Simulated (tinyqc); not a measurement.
CIS on RHF in the sto-6g basis, for H4, spin multiplicity 1, step by step. One step of it, computed by the program tinyqc.

Question. CIS singlet states. Diagonalise A (1 hartree = 27.211386 eV); each vector has its largest component positive (the first on a tie). The transition dipole is mu = sqrt2 sum c_ia <i|r|a>.

CIS matrix A, singlet (hartree):
```
          1>3        1>4        2>3        2>4
1>3  0.751855   0.000074   0.000045   0.000977
1>4  0.000074   0.932253  -0.039573   0.000048
2>3  0.000045  -0.039573   0.659233  -0.000007
2>4  0.000977   0.000048  -0.000007   0.893848
```

dipole integrals <i|r|a> (bohr):
```
            x         y          z
1>3  0.000000  0.000000  -0.001736
1>4  0.000000  0.000000   0.661871
2>3  0.000000  0.000000   1.384815
2>4  0.000000  0.000000  -0.000485
```

Give: singlet excitation energies; lowest vectors; oscillator strengths 2/3 w |mu|^2.

Answer.

singlet excitation energies (eV): 17.786  20.459  24.323  25.521

lowest vectors:
```
     state 1  state 2  state 3  state 4
1>3   -0.001    1.000    0.007    0.000
1>4    0.141    0.000   -0.001    0.990
2>3    0.990    0.001    0.000   -0.141
2>4    0.000   -0.007    1.000    0.001
```

oscillator strengths 2/3 w |mu|^2: 1.868  0.000  0.000  0.265
